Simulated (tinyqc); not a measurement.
MP2 on RHF in the 6-31g basis, for H2, spin multiplicity 1, step by step. One step of it, computed by the program tinyqc.

Question. Iteration 8 (converged): orbitals. Diagonalise F' = X^T F X, C = X C', fill 1 alpha and 1 beta electrons from the bottom; D = 2 C_occ C_occ^T. Each column has its largest component positive (the first on a tie).

converged F (hartree), lower triangle:
```
,1H 1s,1H 2s,2H 1s,2H 2s
1H 1s,0.051351
1H 2s,-0.455192,-0.324578
2H 1s,-0.466652,-0.452705,0.051351
2H 2s,-0.452705,-0.370072,-0.455192,-0.324578
```

X, lower triangle:
```
,1H 1s,1H 2s,2H 1s,2H 2s
1H 1s,1.261443
1H 2s,-0.497599,1.771123
2H 1s,-0.091085,0.044219,1.261443
2H 2s,0.044219,-0.793816,-0.497599,1.771123
```

Give: F' = X^T F X; orbital energies; coefficients C; D after iteration 8.

Answer.

F' = X^T F X (hartree), lower triangle:
```
,1,2,3,4
1,0.608
2,-0.575,0.257
3,-0.356,-0.122,0.608
4,-0.122,-0.201,-0.575,0.257
```

orbital energies (hartree): MO1 -0.550, MO2 0.193, MO3 0.858, MO4 1.230

coefficients C:
```
,MO1,MO2,MO3,MO4
1H 1s,0.301,0.153,0.835,-1.019
1H 2s,0.311,1.371,-0.695,1.248
2H 1s,0.301,-0.153,0.835,1.019
2H 2s,0.311,-1.371,-0.695,-1.248
```

D after iteration 8, lower triangle:
```
,1H 1s,1H 2s,2H 1s,2H 2s
1H 1s,0.181
1H 2s,0.187,0.194
2H 1s,0.181,0.187,0.181
2H 2s,0.187,0.194,0.187,0.194
```
